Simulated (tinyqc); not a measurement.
Coupled-perturbed Hartree-Fock on RHF in the 6-31g basis, for H4, spin multiplicity 1, step by step. One step of it, computed by the program tinyqc.

Question. Orthogonalisation. S = U s U^T; canonical form X = U s^(-1/2), so that X^T S X = 1. Each column of U has its largest component positive (the first on a tie).

overlap S, order 1H 1s, 1H 2s, 2H 1s, 2H 2s, 3H 1s, 3H 2s, 4H 1s, 4H 2s:
$$\begin{pmatrix}
1.000000 & 0.658292 & 0.395350 & 0.484161 & 0.125224 & 0.315921 & 0.056655 & 0.232516 \\
0.658292 & 1.000000 & 0.484161 & 0.828226 & 0.315921 & 0.637202 & 0.232516 & 0.527748 \\
0.395350 & 0.484161 & 1.000000 & 0.658292 & 0.056655 & 0.232516 & 0.125224 & 0.315921 \\
0.484161 & 0.828226 & 0.658292 & 1.000000 & 0.232516 & 0.527748 & 0.315921 & 0.637202 \\
0.125224 & 0.315921 & 0.056655 & 0.232516 & 1.000000 & 0.658292 & 0.395350 & 0.484161 \\
0.315921 & 0.637202 & 0.232516 & 0.527748 & 0.658292 & 1.000000 & 0.484161 & 0.828226 \\
0.056655 & 0.232516 & 0.125224 & 0.315921 & 0.395350 & 0.484161 & 1.000000 & 0.658292 \\
0.232516 & 0.527748 & 0.315921 & 0.637202 & 0.484161 & 0.828226 & 0.658292 & 1.000000
\end{pmatrix}$$

Give: eigenvalues of S; X.

Answer.

eigenvalues of S: [0.0455, 0.1536, 0.2837, 0.4521, 0.5529, 0.8009, 1.5930, 4.1183]

X, order 1H 1s, 1H 2s, 2H 1s, 2H 2s, 3H 1s, 3H 2s, 4H 1s, 4H 2s:
$$\begin{pmatrix}
-0.4261 & -0.5666 & -0.5054 & 0.6191 & 0.6612 & 0.5006 & 0.3338 & 0.1365 \\
2.3040 & 1.1431 & 0.7910 & -0.4120 & 0.1223 & 0.2481 & 0.2133 & 0.2051 \\
0.4261 & 0.5666 & -0.5054 & 0.6191 & -0.6612 & -0.5006 & 0.3338 & 0.1365 \\
-2.3040 & -1.1431 & 0.7910 & -0.4120 & -0.1223 & -0.2481 & 0.2133 & 0.2051 \\
0.4261 & -0.5666 & 0.5054 & 0.6191 & -0.6612 & 0.5006 & -0.3338 & 0.1365 \\
-2.3040 & 1.1431 & -0.7910 & -0.4120 & -0.1223 & 0.2481 & -0.2133 & 0.2051 \\
-0.4261 & 0.5666 & 0.5054 & 0.6191 & 0.6612 & -0.5006 & -0.3338 & 0.1365 \\
2.3040 & -1.1431 & -0.7910 & -0.4120 & 0.1223 & -0.2481 & -0.2133 & 0.2051
\end{pmatrix}$$
